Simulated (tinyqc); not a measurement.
# Worked calculation: thin-film transistor with exponential tail and deep states, accumulation layer

Program tinyqc, `OMP_NUM_THREADS=1 python tinyqc.py 2610025 2610026 out.jsonl`; Intel Xeon 2.30GHz, shared host, one thread, about 0.01 s. Printed values are rounded.

An undoped film in accumulation, thicker than the space-charge layer. With band bending psi the Fermi level lies E0 - psi below the band edge. Free electrons n = n0 exp(psi/Vt) carry the current; electrons in two exponential distributions of traps, a = a0 exp(psi/Va) and d = d0 exp(psi/Vp), do not. Linear regime, ohmic contacts, traps in equilibrium.

Parameters, values chosen for the exercise; values close to those of amorphous indium gallium zinc oxide:
- T = 300 K (temperature)
- eps_r = 10 (relative permittivity of the semiconductor)
- Nc = 3.7e18 cm^-3 (density of extended states)
- mb = 22 cm^2/(V s) (band mobility)
- Nt = 4.3e18 cm^-3 (total density of tail states)
- Tt = 370 K (characteristic temperature of the tail)
- Nd = 8.3e16 cm^-3 (total density of deep states)
- Td = 1930 K (characteristic temperature of the deep states)
- E0 = 0.54 eV (bulk Fermi level below the band edge)
- Ci = 20 nF/cm^2 (gate capacitance)
- WL = 20 (ratio W/L)
- Vd = 0.05 V (drain voltage)
- Vg = 19 V (gate voltage above flat band)

Constants: q = 1.602176634e-19 C, kB = 1.380649e-23 J/K, Vt = kB T/q, eps0 = 8.8541878128e-14 F/cm where lengths are in cm. Results are converted to the units shown.

Range of the model: The Fermi level at the surface comes within 2 Vt of the band edge, where the exponential forms for free and trapped electrons fail. The th form assumes a Fermi level far below the band edge; at the surface it overcounts the filled tail by a factor of about 4.8.

## Bulk densities

Va = kB Tt/q, Vp = kB Td/q; n0 = Nc exp(-E0/Vt), a0 = Nt th(T/Tt) exp(-E0/Va), d0 = Nd th(T/Td) exp(-E0/Vp), th(x) = pi x/sin(pi x).

Va = 0.03188413 V
Vp = 0.1663145 V
th(T/Tt) = 4.548843
n0 = 3.137625e9 cm^-3
a0 = 8.630132e11 cm^-3
d0 = 3.360352e15 cm^-3

## Iteration 1: surface potential by Newton steps

psi at the start = 0.54 V

Va = kB Tt/q, Vp = kB Td/q. G(psi) = sum over the three kinds of c0 [V (exp(psi/V) - 1) - psi], field F = sqrt(2 q G/(eps0 eps_r)); Vg = psi + eps0 eps_r F/Ci at the surface. f = psi + eps0 eps_r F/Ci - Vg, f' = 1 + q rho/(Ci F) with rho = sum c0 (exp(psi/V) - 1); psi(new) = psi - f/f'.

F = 514.4510 kV/cm
f = 4.315227 V
f' = 364.4914
psi after iteration 1 = 0.5281610 V

## Iteration 2: surface potential by Newton steps

As before.

F = 426.1351 kV/cm
f = 0.3935636 V
f' = 300.1033
psi after iteration 2 = 0.5268495 V

## Course of the iteration: surface potential by Newton steps

Stop when psi changes by less than 1e-10 V, or after 30 iterations. psi must stay between 0 and 5 V.

Course of the iteration:
```
iteration    psi (V)  |change| (V)
1          0.5281610        0.0118
2          0.5268495       1.31e-3
3          0.5268352       1.43e-5
4          0.5268352       1.68e-9
5          0.5268352             0
```

Converged in 5 iterations. At the end the number of correct digits about doubles with each step.

## Free and total charge, current

psi_s = 0.5268352 V

Va = kB Tt/q, Vp = kB Td/q. G(psi) = sum over the three kinds of c0 [V (exp(psi/V) - 1) - psi], field F = sqrt(2 q G/(eps0 eps_r)); Vg = psi + eps0 eps_r F/Ci at the surface. Total charge Q = Ci (Vg - psi_s); free charge Qf = q times the integral of n0 (exp(psi/Vt) - 1)/F over psi from 0 to psi_s; I = (W/L) mb Qf Vd; effective mobility mb Qf/Q.

surface densities (cm^-3): free 2.223531e18, tail 1.294350e19, deep 7.981807e16
Q = 369.4633 nC/cm^2
Qf = 36.04916 nC/cm^2
effective mobility = 2.146577 cm^2/(V s)
I = 793.0815 nA

9.76 % of the induced charge is free, against 14.6 % of the electrons right at the surface.
